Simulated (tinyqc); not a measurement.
# From mean phonon number in b back to coupling g

Model: Holstein polaron on two sites. Computed by tinyqc, a small Python program. Command: `OMP_NUM_THREADS=1 python tinyqc.py 3005083 3005084 out.jsonl holstein inv`. One thread of a shared host (Intel(R) Xeon(R) Processor @ 2.30GHz), about 0.03 s of CPU time with the checks.

One electron on sites 1 and 2: H = -t (c1+ c2 + c2+ c1) + hbar omega sum_i b_i+ b_i - g hbar omega sum_i n_i (b_i + b_i+). The symmetric phonon shifts the energy by -g^2 hbar omega/2 and drops out; with b = (b_1 - b_2)/sqrt(2) there remains H = -t sigma_x + hbar omega b+ b - (g hbar omega/sqrt(2)) sigma_z (b + b+). Parity splits it into blocks p = +1 and -1 over phonon numbers n. Zero-point energies are left out. Weights Z refer to mode b alone; the displaced symmetric mode multiplies the full zero-phonon weight by exp(-g^2/2).

Inputs (values chosen for the exercise, for a model dimer): hopping t = 18 meV; phonon energy hbar omega = 68 meV.

Method. Block p: H_nn = n hbar omega - p t (-1)^n - g^2 hbar omega/2, H_(n,n+1) = -(g hbar omega/sqrt(2)) sqrt(n + 1). Use 60 levels in both blocks; Z = c_0^2 is the weight of n = 0 in the ground state c; the splitting is the lowest odd level less the lowest even one, which without coupling is the smaller of 2t and hbar omega; <sigma_x> = sum (-1)^n c_n^2 measures the kinetic energy.

Task: A run gave the result below. Find the coupling g, known to lie between 0.3 and 0.72.

mean phonon number in b = 0.05655063

Result:

Each step takes the trial c = (a f_b - b f_a)/(f_b - f_a), f being the result less the target and a, b, c the logarithms of the listed values; c replaces end b, the old b replaces a if the sign of f changed, and otherwise f_a is halved.

Scan of the range:
```
coupling g,mean phonon number in b
0.300,0.020135
0.347,0.027349
0.402,0.037458
0.465,0.051464
0.538,0.071330
0.622,0.099723
0.720,0.141606
```

False position (Illinois rule, in the logarithm of the input) inside the bracket:
```
step,end a,end b,trial,mean phonon number in b
1,0.465000,0.538000,0.482690,0.0559020
2,0.538000,0.482690,0.484896,0.0564719
3,0.538000,0.484896,0.485428,0.0566097
4,0.484896,0.485428,0.485200,0.0565506
5,0.485428,0.485200,0.485200,0.0565506
```

Mean phonon number in b rises at every point of a 13-point scan of the range (every second point is shown), so one value fits; it is bracketed by 0.465 and 0.538. Answer: coupling g = 0.4852.
